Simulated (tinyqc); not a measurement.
IGBT as a p-i-n diode in series with a MOS channel, on-state and switching loss: one step of the calculation.

High injection (n = p) in a drift layer from x = -W/2 (anode) to +W/2 (cathode side), recombination only in the layer with lifetime tau, ideal emitters. The channel feeds the cathode side and carries the whole current. Auger recombination, carrier-carrier scattering, emitter losses and the carrier dip under the p body are left out.

Problem. Stored charge, losses and the unipolar alternative. Stored charge tau J, turn-off energy Eoff = ks tau J Vdc, loss at half duty 0.5 J Von + f Eoff. A unipolar device on the same layer has Vu = J (W/(q mn Nd) + Rch).

Inputs (values chosen for the exercise); material values close to those of silicon: electron mobility mn = 743 cm^2/(V s); width of the drift layer W = 130 um; doping of the drift layer Nd = 5.9e13 cm^-3; high-injection lifetime tau = 1.4 us; current density J = 30 A/cm^2; channel and accumulation resistance Rch = 1.7 mohm cm^2; link voltage Vdc = 800 V; turn-off energy per stored charge and link voltage ks = 0.07; switching frequency f = 20 kHz.

Constants: q = 1.602176634e-19 C. Results are converted to the units shown.

Von = 0.82727100 V

Wanted: stored charge; Eoff; conduction loss; switching loss; Vu.

Solution.

stored charge = 42.000 uC/cm^2
Eoff = 2.3520 mJ/cm^2
conduction loss = 12.409 W/cm^2
switching loss = 47.040 W/cm^2
Vu = 55.579 V

Both losses would be equal at f = 5.28 kHz.

Program tinyqc, `OMP_NUM_THREADS=1 python tinyqc.py 2590145 2590146 out.jsonl`; Intel Xeon 2.30GHz, shared host, one thread, about 0.01 s.
